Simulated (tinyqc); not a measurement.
Signal and retention of a DRAM cell: effect of temperature.

A stored one starts at Vd and leaks: Cs dV/dt = -I(V), I = a sqrt((V + Vb)/(Vd + Vb)) + b, with a = Ig exp[-(Eg1 q/kB)(1/T - 1/T0)] (generation in a depletion layer) and b = Is exp[-(Es q/kB)(1/T - 1/T0)]. The bit line is precharged to Vd/2, and charge sharing gives the signal (V - Vd/2) Cs/(Cs + Cb).

The cell fails below Vc = Vd/2 + dm (Cs + Cb)/Cs. With s = sqrt((Vc + Vb)/(Vd + Vb)), the time from Vd to Vc is t = [2 Cs (Vd + Vb)/a] [1 - s - (b/a) ln((a + b)/(a s + b))]. This time is the median of a log-normal spread: failing cells = Nc erfc(z/sqrt 2)/2, z = ln(t/tr)/sg.

Parameters, values chosen for the exercise: array voltage Vd = 1.2 V; cell capacitance Cs = 7 fF; bit-line capacitance Cb = 26 fF; smallest signal that the sense amplifier resolves dm = 39 mV; built-in plus back-bias voltage of the storage junction Vb = 1.55 V; junction leakage at V = Vd and T0 Ig = 2.9 fA; voltage-independent leakage at the reference temperature0 Is = 0.35 fA; activation energy of Is Es = 0.25 eV; reference temperature T0 = 358 K; deviation of ln(retention time) over the cells sg = 0.88; cells Nc = 1.72e10; refresh interval tr = 32 ms; activation energy of Ig Eg1 = 0.61 eV.

Constants: q = 1.602176634e-19 C, kB = 1.380649e-23 J/K. Results are converted to the units shown.

Results:
```
T (K),a (fA),b (fA),retention time (s),failing cells
298,0.05413,0.06846,24.18,4.322e-4
318,0.2411,0.1263,8.138,2.664
338,0.9001,0.2167,2.694,4057
358,2.900,0.3500,0.9289,1.113e6
368,4.963,0.4362,0.5598,9.855e6
398,21.16,0.7903,0.1380,8.326e8
```

Estimate the missing row, T = 378 K.

Computed row:
```
T (K),a (fA),b (fA),retention time (s),failing cells
378,8.256,0.5374,0.3440,5.986e7
```

With this row back in the table: The retention time falls from 24.2 to 0.138 s, halving every 15.2 K at the hot end. Its apparent activation energy goes from 0.445 to 0.592 eV, between Es = 0.25 and Eg1 = 0.61 eV, as the share of a in the leakage grows from 44.2 to 96.4 %.

Range of the model: Real arrays also hold a tail of unusually leaky cells and cells whose retention varies in time, which this model lacks.

Numbers from tinyqc (`OMP_NUM_THREADS=1 python tinyqc.py 2130005 2130006 out.jsonl`; about 0.01 s on one thread of a shared Intel Xeon 2.30GHz).
